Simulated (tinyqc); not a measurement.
Worked calculation: power iteration on a symmetric matrix. Computed by tinyqc, a small Python program that keeps every step. Settings: method = power, shift = -0.17. Command: `OMP_NUM_THREADS=1 python tinyqc.py 20653 20654 out.jsonl` (the two numbers bound the seeds that draw the settings). One thread of a shared host (Intel(R) Xeon(R) Processor @ 2.60GHz), about 0.01 s of CPU time with the checks.

## Step 1

A:
```
           1          2          3          4
1   0.256000  -0.012000  -0.381000   0.150000
2  -0.012000   0.305000  -0.244000  -0.152000
3  -0.381000  -0.244000   1.016000  -0.019000
4   0.150000  -0.152000  -0.019000   1.258000
```

vector v at the start: 0.500000  0.500000  0.500000  0.500000

shift = -0.170000

w = (A - shift) v; v' = w/|w| with its largest component positive (the first on a tie); lambda = v'^T A v'.

vector after step 1: 0.120369  0.044069  0.356502  0.925459

Rayleigh quotient after step 1 = 1.178865

## Step 2

As before.

vector after step 2: 0.038719  -0.149982  0.251173  0.955468

Rayleigh quotient after step 2 = 1.276449

## Step 3

As before.

vector after step 3: 0.045488  -0.191996  0.208115  0.957996

Rayleigh quotient after step 3 = 1.284223

## Course of the iteration

Stop when the residual |A v - lambda v| is below 1e-9.

Steps:
```
step      lambda  residual
1     1.17886490  3.27e-01
2     1.27644875  8.78e-02
3     1.28422260  5.01e-02
4     1.28744771  4.53e-02
5     1.29020385  4.35e-02
6     1.29275111  4.19e-02
7     1.29510682  4.03e-02
8     1.29727267  3.85e-02
9     1.29925209  3.68e-02
10    1.30105118  3.50e-02
11    1.30267818  3.33e-02
12    1.30414288  3.15e-02
13    1.30545609  2.98e-02
14    1.30662917  2.82e-02
15    1.30767364  2.66e-02
16    1.30860089  2.50e-02
17    1.30942196  2.35e-02
18    1.31014732  2.21e-02
19    1.31078685  2.07e-02
20    1.31134968  1.94e-02
21    1.31184425  1.82e-02
22    1.31227822  1.71e-02
23    1.31265856  1.60e-02
24    1.31299155  1.49e-02
25    1.31328280  1.40e-02
26    1.31353735  1.31e-02
27    1.31375965  1.22e-02
28    1.31395368  1.14e-02
29    1.31412294  1.06e-02
30    1.31427051  9.94e-03
```

all eigenvalues, for comparison: 0.045026  0.260038  1.214674  1.315262

Not converged in 30 steps: the residual falls only by the ratio of the two largest distances of eigenvalues from the shift, 0.93 a step.
